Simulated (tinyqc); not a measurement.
# Worked calculation: n-type polysilicon, carrier trapping at grain boundaries

tinyqc, about 0.01 s, one thread, Intel Xeon 2.30GHz (shared host): `OMP_NUM_THREADS=1 python tinyqc.py 2830014 2830015 out.jsonl` Printed values are rounded.

One-dimensional grains of size Lg, uniform ionised doping N, monovalent traps Qt at each boundary at a depth Et below (for electrons) or above (for holes) the band edge there, abrupt depletion of width W on each side of a boundary, Boltzmann statistics. xi is the distance from the band edge at the grain centre to the Fermi level. Trapped charge Qt/(1 + exp((xi + VB - Et)/Vt)) = 2 N W, barrier VB = q N W^2/(2 eps0 eps_r).

Values chosen for this exercise; values of the order met in polycrystalline silicon: temperature T = 300 K; relative permittivity eps_r = 11.7; conduction-band density of states at T NB = 2.8e19 cm^-3; grain size Lg = 120 nm; trap density of a grain boundary Qt = 6.6e11 cm^-2; depth of the trap level from the majority band edge at the boundary Et = 0.45 eV; mass for thermionic emission ms = 0.4 m0; correction factor of the emission rate fe = 0.25; doping N = 1.2e16 cm^-3.

Constants: q = 1.602176634e-19 C, kB = 1.380649e-23 J/K, m0 = 9.1093837015e-31 kg, Vt = kB T/q, eps0 = 8.8541878128e-14 F/cm where lengths are in cm. Results are converted to the units shown.

## Depletion width, Fermi level and barrier

If the trap equation with xi = Vt ln(NB/N) has a root W < Lg/2, the grain is partly depleted; otherwise W = Lg/2 and the trap equation gives xi = Et - VB + Vt ln(Qt/(N Lg) - 1). N* = Qt/Lg.

N* = 5.5e16 cm^-3
W = 60 nm
xi = 0.4495883 V
VB = 0.03340639 V
share of traps filled = 0.2181818

N is 0.218 N*, and the grain is fully depleted; VB = 1.29 Vt.

## Resistivity and effective mobility

n0 = NB exp(-xi/Vt); mean density n0 (1 - 2 W/Lg) by charge balance in a partly depleted grain, and n0 (sqrt(pi)/2) erf(u)/u with u = sqrt(VB/Vt) in a fully depleted one; v = sqrt(kB T/(2 pi ms m0)); barrier resistivity Vt exp(VB/Vt)/(q fe n0 v Lg); grain resistivity (1 - 2 W/Lg)/(q n0 mug); effective mobility 1/(q mean density total resistivity).

n0 = 7.841627e11 cm^-3
mean density = 5.453656e11 cm^-3
v = 4.253416e6 cm/s
barrier resistivity = 58711.22 ohm cm
grain resistivity = 0.000000 ohm cm
resistivity = 58711.22 ohm cm
effective mobility = 194.9309 cm^2/(V s)

The resistivity is 5760 times that of a single crystal with the same N and mobility mug, and the mean density is 0.00454 % of N. The effective mobility exceeds mug only because drift through the depleted grain is left out.
